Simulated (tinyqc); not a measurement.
RKS/LDA (VWN5) in the sto-3g basis, for H4, spin multiplicity 1, step by step. Computed by tinyqc, a small Python program that keeps every step (integrals from PySCF). Settings: charge = 0, multiplicity = 1, basis = sto-3g, energy threshold = 1e-08, iteration cap = 78, orthogonalisation = symmetric, start = atomic densities, DIIS depth = 0, method = RKS, functional = lda,vwn, grid = [30, 50]. Command: `OMP_NUM_THREADS=1 python tinyqc.py 20796 20797 out.jsonl` (the two numbers bound the seeds that draw the settings). One thread of a shared host (Intel(R) Xeon(R) Processor @ 2.60GHz), about 0.7 s of CPU time with the checks.

Geometry (angstrom):
```
atom         x         y         z
H     0.000000  0.000000  0.000000
H     0.000000  0.000000  1.455000
H     0.000000  0.000000  2.736000
H     0.000000  0.000000  4.192000
```

Stop when the energy changes by less than 1e-08 hartree and every element of the error matrix X^T (F D S - S D F) X is below 3e-05.

Course of the cycle:
```
iteration  E (hartree)     change  largest element of the error matrix
1          -1.68599096          -                             1.08e-02
2          -1.98756811  -3.02e-01                             4.50e-03
3          -1.98751414   5.40e-05                             9.02e-03
4          -1.98728551   2.29e-04                             1.70e-02
5          -1.98652743   7.58e-04                             3.19e-02
6          -1.98366906   2.86e-03                             6.40e-02
7          -1.97322420   1.04e-02                             1.27e-01
8          -1.91735172   5.59e-02                             2.79e-01
9          -1.73159938   1.86e-01                             3.02e-01
10         -1.43788891   2.94e-01                             3.23e-01
11         -0.97006638   4.68e-01                             7.40e-01
12         -0.56706249   4.03e-01                             7.40e-01
13         -0.49511529   7.19e-02                             7.00e-01
14         -0.49441043   7.05e-04                             7.00e-01
...                ...        ...                                  ...
65         -0.49438198   8.73e-05                             7.00e-01
66         -0.49446930  -8.73e-05                             7.00e-01
67         -0.49438198   8.73e-05                             7.00e-01
68         -0.49446930  -8.73e-05                             7.00e-01
69         -0.49438198   8.73e-05                             7.00e-01
70         -0.49446930  -8.73e-05                             7.00e-01
71         -0.49438198   8.73e-05                             7.00e-01
72         -0.49446930  -8.73e-05                             7.00e-01
73         -0.49438198   8.73e-05                             7.00e-01
74         -0.49446930  -8.73e-05                             7.00e-01
75         -0.49438198   8.73e-05                             7.00e-01
76         -0.49446930  -8.73e-05                             7.00e-01
77         -0.49438198   8.73e-05                             7.00e-01
78         -0.49446930  -8.73e-05                             7.00e-01
```

Can the last value be used, and what does the course show?

Not by the stop rule. Not converged within the cap of 78 iterations: the residual has stopped falling: the iteration swings between two states. Reruns (cap 100 unless said): DIIS 8: converged in 9; damping 0.5: not converged; level shift 0.5: converged in 14; atomic densities as start, DIIS 8: converged in 9; the original settings with a cap of 400: not converged. PySCF RKS in the same basis, fine grid = -1.98774551 hartree, which differs from a converged run on this coarse grid by the grid error.
